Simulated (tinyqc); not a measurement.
p-n heterojunction, non-linear Poisson equation by Newton steps, Boltzmann statistics: one step of the calculation.

One dimension, material 1 (p-type) at x < 0 and material 2 (n-type) at x > 0. Band edges: Ec = -psi in material 1 and -psi + dEc in material 2, Ev = Ec - Eg. Flat quasi-Fermi levels: 0 for holes, +V for electrons. n = Nc F((EFn - Ec)/Vt), p = Nv F((Ev - EFp)/Vt), with F(eta) = exp(eta) (Boltzmann statistics); full ionisation, no interface charge, classical densities; the doping types are chosen for the exercise.

Question. Check against the first integral. Exact first integral: on each side D^2/(2 eps0 er) = G, G = q [Vt (nI_j - nI_b) + Vt (pI_j - pI_b) - C (psi_j - psi_b)], with C = -N1 or +N2, b the neutral end of that side, and nI, pI the densities themselves. D is continuous, so er1 G1(psi_j) = er2 G2(psi_j) fixes psi_j. Ends from Nv1 F((-psi_L - Eg1)/Vt) = N1 and Nc2 F((V + psi_R - dEc)/Vt) = N2. D is counted positive when psi rises towards material 2.

Inputs (values chosen for the exercise); band and dielectric values close to those of amorphous and crystalline silicon: temperature T = 300 K; band gap of material 1 Eg1 = 1.74 eV; relative permittivity of material 1 er1 = 11.7; conduction-band density of states of material 1 Nc1 = 9.97e19 cm^-3; valence-band density of states of material 1 Nv1 = 1.01e20 cm^-3; band gap of material 2 Eg2 = 1.13 eV; relative permittivity of material 2 er2 = 11.5; conduction-band density of states of material 2 Nc2 = 2.84e19 cm^-3; valence-band density of states of material 2 Nv2 = 2.67e19 cm^-3; conduction-band offset Ec2 - Ec1 dEc = -0.14 eV; acceptor density of material 1 N1 = 1.3e17 cm^-3; donor density of material 2 N2 = 1.1e17 cm^-3; bias of side 1 against side 2 V = 0 V.

Constants: q = 1.602176634e-19 C, kB = 1.380649e-23 J/K, Vt = kB T/q, eps0 = 8.8541878128e-14 F/cm where lengths are in cm. Results are converted to the units shown.

Give: psi_j; D; psi_j - psi_L; psi_R - psi_j; Ec1 - EFn at the interface; Ec2 - EFn at the interface.

Answer.

psi_j = -0.98235 V
D = 155.42 nC/cm^2
psi_j - psi_L = 0.58559 V
psi_R - psi_j = 0.69878 V
Ec1 - EFn at the interface = 0.98235 eV
Ec2 - EFn at the interface = 0.84235 eV

Material 2 takes 54.4 % of the bending.

tinyqc, about 0.03 s, one thread, Intel Xeon 2.30GHz (shared host): `OMP_NUM_THREADS=1 python tinyqc.py 2040058 2040059 out.jsonl`
